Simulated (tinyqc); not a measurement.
Comparisons within one model: hole subbands of a hard-walled well, four-band Luttinger model. A value that a table varies takes the place of the one given here.

Hole energies are counted downwards from the unstrained band edge, c = hbar^2/2m0. After the usual block transformation one block is H = [[P + Q - Zs, R - i S], [R + i S, P - Q + Zs]] in (heavy, light), with P +/- Q = c [(g1 +/- g2) k^2 + (g1 -/+ 2 g2) kz^2], R = sqrt(3) c gR k^2, S = 2 sqrt(3) c g3 k kz, kz = -i d/dz; axial approximation gR = (g2 + g3)/2. Zs = b (e_par - e_perp) is the shear part of the strain (the hydrostatic part shifts all levels alike and is left out). Basis sqrt(2/L) sin(n pi z/L), n = 1 to N, for each component: kz^2 gives (n pi/L)^2 and the heavy-light block is R delta_nm - 2 sqrt(3) c g3 k D_nm with D_nm = 4 n m/(L (n^2 - m^2)) for n + m odd, 0 otherwise. The other block has the same levels. The split-off band is left out.

Constants: hbar^2/2m0 = 3.80998211 eV angstrom^2.

Inputs chosen for the exercise (near those of Ge; the results hold for these values, not for the real material): g1 = 13.4 (Luttinger gamma1); g2 = 4.24 (gamma2); g3 = 5.67 (gamma3); L = 105 angstrom (well width along [001]); k = 0.0303 1/angstrom (wave vector in the plane); Zlist = (-0.0707, -0.0444, -0.0246, -0.0088, 0, 0.0183, 0.071) eV (shear strain energies (negative: tension in the plane, for b < 0)).

## Which coupling does what

shear strain energy Zs = -0.021948 eV
N = 20, at the given k. Diagonal: R = S = 0. Along [100] and [110] gR is g2 and g3 instead of their mean.

Hole energies (meV):

| model | E1 | E2 | E3 | E4 |
|---|---|---|---|---|
| diagonal | 84.72 | 100.43 | 150.77 | 234.68 |
| R alone | 61.54 | 123.61 | 145.26 | 232.67 |
| S alone | 45.91 | 79.01 | 157.05 | 158.92 |
| axial | 35.37 | 80.70 | 157.09 | 162.91 |
| [100] | 37.90 | 80.54 | 157.11 | 161.81 |
| [110] | 32.63 | 80.72 | 157.03 | 164.22 |

What does this show, and why?

The couplings move E1 by -49.35 meV: R alone by -23.17, S alone by -38.81, so S matters more at k L/pi = 1.01 (R grows as k^2 and joins equal n, S as k and joins n of opposite parity). Warping spreads E1 by 5.27 meV between [100] and [110], the hole being heavier along [110]; the axial value lies between them.

## Strain

N = 20. dE is the rise of the top subband from k = 0 to k1 = pi/(4L), m1 = c k1^2/dE (dash if dE is not positive), and the heavy weight is taken at k = pi/L.

Top subband:

| Zs (eV) | HH1 (meV) | LH1 (meV) | dE (meV) | heavy weight | m1 (m0) |
|---|---|---|---|---|---|
| -0.0707 | 87.5 | 3.9 | 0.308 | 0.134 | 0.693 |
| -0.0444 | 61.2 | 30.2 | -0.670 | 0.226 | - |
| -0.0246 | 41.4 | 50.0 | 2.100 | 0.348 | 0.102 |
| -0.0088 | 25.6 | 65.8 | 2.852 | 0.487 | 0.075 |
| 0.0000 | 16.8 | 74.6 | 2.933 | 0.577 | 0.073 |
| 0.0183 | -1.5 | 92.9 | 3.044 | 0.753 | 0.070 |
| 0.0710 | -54.2 | 145.6 | 3.229 | 0.940 | 0.066 |

How do the results move?

HH1 and LH1 cross at Zs = -2 c g2 (pi/L)^2 = -0.0289 eV; for more negative Zs the light hole is on top. Among the rows with HH1 on top, m1 goes from 0.102 to 0.066 m0 as the splitting widens from 9 to 200 meV, against the unmixed 1/(g1 + g2) = 0.057: compression lightens the holes here. A dash marks a top subband whose hole energy at k1 lies below that at k = 0: an electron-like (negative) mass. m1 describes the neighbourhood of k = 0 only; where HH1 and LH1 lie close, the band may peak further out.

tinyqc: `OMP_NUM_THREADS=1 python tinyqc.py 1252411 1252412 out.jsonl`; about 0.1 s, one thread, shared Intel(R) Xeon(R) Processor @ 2.30GHz.
